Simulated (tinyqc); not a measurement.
Exponent and activation energy from three stresses.

Inverse problem. Oxide breakdown follows t63 = a V^(-n) exp(Ea q/(kB T)). Find n, Ea and the E-model slope gamma = n/E (cm/MV) at the higher voltage, E = V/tox.

Parameters, values chosen for the exercise: oxide thickness tox = 3.5 nm.

Constants: q = 1.602176634e-19 C, kB = 1.380649e-23 J/K. Results are converted to the units shown.

t63 at (3.37 V, 373 K), (4.48 V, 373 K) and (4.48 V, 398 K) (s): 5.2668448e6  26.124408  8.7451777

Answer. The two voltages give n and the two temperatures Ea.

n = 42.9
Ea = 0.560 eV
gamma = 3.35 cm/MV

tinyqc, about 0.01 s, one thread, Intel Xeon 2.30GHz (shared host): `OMP_NUM_THREADS=1 python tinyqc.py 2070043 2070044 out.jsonl`
